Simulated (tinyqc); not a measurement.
Gamma, L and X subbands of a thin body with non-parabolic valleys: one step. Filling and quantum capacitance. Two cases, with inputs chosen for the exercise.

Problem. Over the ten listed subbands, named by valley (G, L, X), degeneracy and number.

n_i = g m/(2 pi c) kB T ln(1 + exp((EF - E_i)/kB T)), sum n_i = Ns (1e12/cm^2 = 1e-4/angstrom^2), c = hbar^2/2m0. Quantum capacitance Cq = 1602.176634 sum g m/(2 pi c) f_i in microfarad/cm^2 with f_i = 1/(1 + exp((E_i - EF)/kB T)); Cox = 34.5313/eot (one gate); C/Cox = Cq/(Cq + Cox), the centroid term left out.

Constants: hbar^2/2m0 = 3.80998211 eV angstrom^2; kB = 8.617333262e-05 eV/K.

Give: EF; n_i in the order of the list; Cq; Cox; C/Cox.

Case 1.

Values chosen (near those of a thin Ge channel; shifted at random, so the results belong to these values and not to a real crystal): face = 100 (surface); t = 84 angstrom (body thickness); Ns = 6.7 x 1e12/cm^2 (sheet density); T = 300 K (temperature); eot = 10 angstrom (equivalent oxide thickness).

Subbands:
```
subband  g     E (eV)  DOS mass
L4 n=1   4  -0.133686  0.323474
L4 n=2   4  -0.017367  0.365762
X2 n=1   2   0.036855  0.188292
X2 n=2   2   0.054185  0.192116
X4 n=1   4   0.059035  0.425460
X2 n=3   2   0.082327  0.198326
X2 n=4   2   0.120305  0.206706
G1 n=1   1   0.125038  0.047442
X4 n=2   4   0.138212  0.463938
L4 n=3   4   0.151175  0.427035
```

Solution.

EF = -0.1468 eV

n_i in the order of the list (1e12/cm^2): 6.582  0.105  0.003  0.002  0.006  0.001  0.000  0.000  0.000  0.000

Cq = 33.26 microfarad/cm^2
Cox = 3.453 microfarad/cm^2
C/Cox = 0.906

EF lies 13 meV below the lowest edge; Gamma holds 0 % of the electrons. The density of states is ample: only 9 % of the gate capacitance is lost.

Case 2.

Values chosen (near those of a thin GaSb channel; shifted at random, so the results belong to these values and not to a real crystal): face = 100 (surface); t = 84 angstrom (body thickness); Ns = 4.5 x 1e12/cm^2 (sheet density); T = 300 K (temperature); eot = 8 angstrom (equivalent oxide thickness).

Subbands:
```
subband  g    E (eV)  DOS mass
L4 n=1   4  0.114300  0.308753
G1 n=1   1  0.119907  0.049789
L4 n=2   4  0.216767  0.336919
X1 n=1   1  0.332524  0.219710
X1 n=2   1  0.343027  0.221826
X2 n=1   2  0.353068  0.587790
X1 n=3   1  0.360313  0.225309
L4 n=3   4  0.370737  0.379241
G1 n=2   1  0.380307  0.073004
X1 n=4   1  0.384073  0.230096
```

Solution.

EF = 0.0890 eV

n_i in the order of the list (1e12/cm^2): 4.253  0.142  0.103  0.000  0.000  0.000  0.000  0.000  0.000  0.000

Cq = 23.99 microfarad/cm^2
Cox = 4.316 microfarad/cm^2
C/Cox = 0.848

EF lies 25 meV below the lowest edge; Gamma holds 3 % of the electrons. The density of states is ample: only 15 % of the gate capacitance is lost.

Computed by tinyqc, one run a case: `OMP_NUM_THREADS=1 python tinyqc.py N N+1 out.jsonl` with N = 1280936, 1280974; one thread of a shared Intel(R) Xeon(R) Processor @ 2.30GHz, about 0.05 s a run at most.
